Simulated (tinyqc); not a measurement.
# Random telegraph noise from one oxide trap in a small MOSFET: effects of single changes

An acceptor-like trap exchanges electrons with the channel. Inversion charge Q = Cox u, u = n Vt W0(exp((Vg - VT)/(n Vt))), W0 the Lambert function, n = nf, Cox = eps0 eox/tox; linear regime Id = (W/L) mu Q Vd. Relative to threshold the surface potential rises by Vt ln(u/u0) and the oxide voltage by the rest of Vg - VT, with u0 = n Vt W0(1).

Values chosen for this exercise; values of the order met in silicon transistors: temperature T = 350 K; relative permittivity of the gate insulator (close to silicon dioxide) eox = 3.9; insulator thickness tox = 3.6 nm; depth of the trap from the channel interface xt = 1.1 nm; trap level above the channel Fermi level at threshold E0 = 0.1 eV; capture prefactor s0 = 5e-16 cm^2; capture barrier (lattice relaxation) EB = 0.25 eV; tunnelling decay length lt = 0.16 nm; thermal velocity vth = 2e7 cm/s; thickness of the inversion layer zi = 2.1 nm; threshold voltage VT = 0.46 V; body factor nf = 1.28; gate width W = 59 nm; gate length L = 87 nm; mobility mu = 130 cm^2/(V s); scattering coefficient of the charged trap asc = 0 V s; drain voltage Vd = 0.05 V; gate voltage Vg = 0.6 V.

Constants: q = 1.602176634e-19 C, kB = 1.380649e-23 J/K, Vt = kB T/q, eps0 = 8.8541878128e-14 F/cm where lengths are in cm. Results are converted to the units shown.

Each table varies one quantity; the others keep the values above.

## Time constants and noise against gate voltage

N = Cox u/q; dpsi = Vt ln(u/u0); E = E0 - dpsi - (xt/tox)(Vg - VT - dpsi); capture time tc = 1/[(N/zi) vth s0 exp(-xt/lt - EB/Vt)]; emission time te = tc exp(-E/Vt); occupancy te/(tc + te). A = W L; threshold step dV = q (1 - xt/tox)/(Cox A); gm/Id = 1/(u + n Vt); relative step dI/I = (gm/Id) dV + asc mu/A. fc = (1/tc + 1/te)/(2 pi); rms = (dI/I) sqrt(tc te)/(tc + te).

Time constants and noise against gate voltage:
```
Vg (V)	E (eV)	tc (s)	te (s)	occupancy	dI/I (%)	fc (Hz)	rms dI/I (%)
0.42	0.1277	0.001293	1.873e-5	0.01428	4.607	8621	0.5465
0.48	0.08737	4.520e-4	2.495e-5	0.05231	3.299	6731	0.7346
0.54	0.05381	2.185e-4	3.669e-5	0.1438	2.250	5066	0.7895
0.6	0.02492	1.320e-4	5.777e-5	0.3044	1.603	3961	0.7377
0.66	-0.001150	9.122e-5	9.476e-5	0.5095	1.210	3424	0.6051
0.72	-0.02547	6.855e-5	1.595e-4	0.6994	0.9589	3320	0.4397
0.78	-0.04863	5.444e-5	2.730e-4	0.8337	0.7880	3507	0.2934
0.84	-0.07099	4.492e-5	4.727e-4	0.9132	0.6659	3880	0.1875
0.9	-0.09276	3.812e-5	8.257e-4	0.9559	0.5750	4368	0.1181
```

What does the table show?

tc falls from 0.00129 to 3.81e-5 s as the channel fills and te rises from 1.87e-5 to 8.26e-4 s; they are equal at Vg = 0.657 V, where E = 0. The rms noise goes from 0.547 through a maximum of 0.789 (at Vg = 0.54 V among the rows listed) to 0.118 %. The slope -Vt d ln(tc/te)/dVg is 0.672 between the first two rows and 0.363 between the last two; it tends to xt/tox = 0.306 only when the surface potential stops moving.

## Effect of the depth of the trap from the channel interface

Same model as above.

Effect of the depth of the trap from the channel interface:
```
xt (nm)	E (eV)	tc (s)	te (s)	occupancy	dI/I (%)	fc (Hz)	rms dI/I (%)
0.18	0.048812	4.2007e-7	8.3266e-8	0.16543	2.1930	2.2903e6	0.81486
0.54	0.039463	3.9855e-6	1.0771e-6	0.21275	1.9622	1.8770e5	0.80304
0.9	0.030114	3.7814e-5	1.3932e-5	0.26924	1.7314	15632	0.76797
1.26	0.020766	3.5877e-4	1.8022e-4	0.33437	1.5005	1326.7	0.70789
1.62	0.011417	0.0034039	0.0023312	0.40648	1.2697	115.03	0.62363
1.98	0.0020687	0.032295	0.030154	0.48286	1.0388	10.206	0.51910
2.34	-0.0072799	0.30641	0.39006	0.56005	0.80797	0.92745	0.40106
```

Read the table: what changes, and by how much?

As xt goes from 0.18 to 2.34, tc rises from 4.20e-7 to 0.306 s, te rises from 8.33e-8 to 0.390 s and dI/I falls from 2.19 to 0.808 %. tc grows a decade every lt ln 10 = 0.368 nm of depth; traps spread evenly in depth therefore give corner frequencies spread evenly on a log scale, whose sum is 1/f noise if the traps contribute equal variances.

Range of the model: VT is taken as given; short-channel effects and the uneven flow of current among few electrons are left out.

Computed by the program tinyqc: `OMP_NUM_THREADS=1 python tinyqc.py 2710006 2710007 out.jsonl`, one thread of a shared Intel Xeon 2.30GHz, about 0.01 s for the whole run.
